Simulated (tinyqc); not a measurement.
# Silicon n-p-n transistor, Gummel numbers and transit times, step by step

tinyqc, about 0.01 s, one thread, Intel Xeon 2.30GHz (shared host): `OMP_NUM_THREADS=1 python tinyqc.py 2320085 2320086 out.jsonl` Printed values are rounded.

One-dimensional n-p-n transistor in the forward active mode at low injection. In the base p(x) = NB exp(-eta x/wb) and ni(x)^2 = ni^2 exp((g0 + g1 x/wb)/Vt); electrons leave the base at vsat; band spikes at the emitter junction and recombination inside the emitter are ignored.

Values chosen for this exercise; band and dielectric values close to those of silicon:

| symbol | value | unit | meaning |
|---|---|---|---|
| T | 350 | K | temperature |
| Eg | 1.14 | eV | band gap |
| eps_r | 11.8 |  | relative permittivity |
| Nc | 3.47e19 | cm^-3 | conduction-band density of states at T |
| Nv | 3.29e19 | cm^-3 | valence-band density of states at T |
| vsat | 1e7 | cm/s | saturation velocity |
| wb | 220 | nm | neutral base width |
| NB | 2e17 | cm^-3 | base doping at the emitter edge |
| eta | 0 |  | doping falls as exp(-eta x/wb) |
| g0 | 0 | eV | gap reduction at the emitter edge of the base |
| g1 | 0 | eV | further gap reduction across the base (linear) |
| Dn | 5.4 | cm^2/s | electron diffusion coefficient in the base |
| NE | 1.5e20 | cm^-3 | emitter doping |
| gE | 0.084 | eV | gap reduction in the emitter (negative: wider gap) |
| we | 110 | nm | neutral emitter width |
| Dp | 0.83 | cm^2/s | hole diffusion coefficient in the emitter |
| Se | 6e6 | cm/s | recombination velocity at the emitter contact |
| tb | 6e-7 | s | electron lifetime in the base |
| NC | 5.1e15 | cm^-3 | collector doping |
| VCB | 0.4 | V | collector-base reverse bias |

Constants: q = 1.602176634e-19 C, kB = 1.380649e-23 J/K, Vt = kB T/q, eps0 = 8.8541878128e-14 F/cm where lengths are in cm. Results are converted to the units shown.

Range of the model: Heavy doping makes emitter or base degenerate; gE and g0 are to be read as apparent gap changes that include this.

## Base Gummel number and transit time

f(x) = p(x) ni^2/ni(x)^2; I(x) = integral from x to wb of f/Dn, plus f(wb)/vsat; base Gummel number GB = I(0); electron density per unit flux n/(J/q) = I/f; base transit time tauB = integral of I/f over the base. Trapezoid rule on 10 equal steps.

```
point    x (nm)  f (cm^-3)   I (s/cm^4)   I/f (s/cm)
0        0.0000       2e17  8.348148e11  4.174074e-6
1       22.0000       2e17  7.533333e11  3.766667e-6
2       44.0000       2e17  6.718519e11  3.359259e-6
3       66.0000       2e17  5.903704e11  2.951852e-6
4       88.0000       2e17  5.088889e11  2.544444e-6
5      110.0000       2e17  4.274074e11  2.137037e-6
6      132.0000       2e17  3.459259e11  1.729630e-6
7      154.0000       2e17  2.644444e11  1.322222e-6
8      176.0000       2e17  1.829630e11  9.148148e-7
9      198.0000       2e17  1.014815e11  5.074074e-7
10     220.0000       2e17         2e10         1e-7
```

GB = 8.348148e11 s/cm^4
tauB = 47.01481 ps

With 4000 steps GB = 8.348e11 s/cm^4 and tauB = 47.01 ps. A uniform base would give wb^2/(2 Dn) + wb/vsat = 47.0 ps.

## Gain, Early voltage and collector delay

ni = sqrt(Nc Nv) exp(-Eg/(2 Vt)), Eg in volts; GE = NE exp(-gE/Vt)(we/Dp + 1/Se); JC = J0 exp(VBE/Vt), J0 = q ni^2/GB; gain limited by back injection GE/GB, by base recombination tb/tauB, together 1/beta = the sum of the inverses; collector layer one-sided, Wc = sqrt(2 eps0 eps_r (Vbc + VCB)/(q NC)), Vbc = Vt ln(p(wb) NC/ni^2), Cjc = eps0 eps_r/Wc; Early voltage VA = GB q p(wb)/(f(wb) Cjc [1/Dn - (eta + g1/Vt)/(wb vsat)]), f(wb) = p(wb) exp(-(g0 + g1)/Vt), p(wb) = NB exp(-eta); tauC = Wc/(2 vsat).

ni = 2.094710e11 cm^-3
GE = 1.242472e14 s/cm^4
J0 = 8.421086e-9 A/cm^2
GE/GB = 148.8321
tb/tauB = 12761.93
beta = 147.1164
Wc = 535.1593 nm
Cjc = 0.1952305 fF/um^2
VA = 36.99531 V
tauC = 2.675796 ps

The gain is limited more by back injection into the emitter. beta VA = 5440 V.
